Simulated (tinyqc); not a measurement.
Worked calculation: Hubbard chain of 2 sites. Computed by tinyqc, a small Python program that keeps every step. Settings: hopping = 1.41, U = 2.9, mixing = 0.2, iteration cap = 62. Command: `OMP_NUM_THREADS=1 python tinyqc.py 25149 25150 out.jsonl` (the two numbers bound the seeds that draw the settings). One thread of a shared host (Intel(R) Xeon(R) Processor @ 2.60GHz), about 0.2 s of CPU time with the checks.

one-body matrix (hopping and site energies) (eV):
```
,1,2
1,-0.900000,-1.410000
2,-1.410000,0.740000
```

U = 2.900000 eV

electrons, up and down: 1  1

n(up) at the start (a guess, not normalised): 1 0.950000, 2 0.050000

n(down) at the start (a guess): 1 0.050000, 2 0.950000

Each step fills the lowest levels of T + U n(other spin) and sets n(new) = n + mixing (n(out) - n); stop when output and input agree to 1e-8.

Course of the cycle:
```
iteration,E (eV),largest |n(out) - n(in)|,mean |n_up - n_down|
1,-1.63244492,2.87e-01,0.579261
2,-1.65007158,2.36e-01,0.562560
3,-1.66451293,1.95e-01,0.545524
4,-1.67639411,1.63e-01,0.528487
5,-1.68625154,1.38e-01,0.511695
6,-1.69451597,1.19e-01,0.495319
7,-1.70152017,1.03e-01,0.479470
8,-1.70751673,9.03e-02,0.464216
9,-1.71269687,8.01e-02,0.449587
10,-1.71720655,7.17e-02,0.435592
11,-1.72115884,6.48e-02,0.422223
...,...,...,...
52,-1.75887233,9.80e-03,0.157041
53,-1.75903707,9.54e-03,0.153866
54,-1.75919376,9.28e-03,0.150768
55,-1.75934288,9.03e-03,0.147743
56,-1.75948486,8.80e-03,0.144790
57,-1.75962011,8.57e-03,0.141906
58,-1.75974900,8.35e-03,0.139090
59,-1.75987189,8.14e-03,0.136337
60,-1.75998911,7.93e-03,0.133648
61,-1.76010096,7.74e-03,0.131020
62,-1.76020774,7.54e-03,0.128451
```

Can the last value be used, and what does the course show?

Not by the stop rule. Not converged within 62 iterations: the residual falls steadily but slowly, by a factor of about 0.97 a step. The lowest mean-field energy found from random starts is -1.76272 eV. Reruns (cap 100 unless said): mixing 0.5: not converged; mixing 0.9: not converged; the original settings with a cap of 400: not converged.
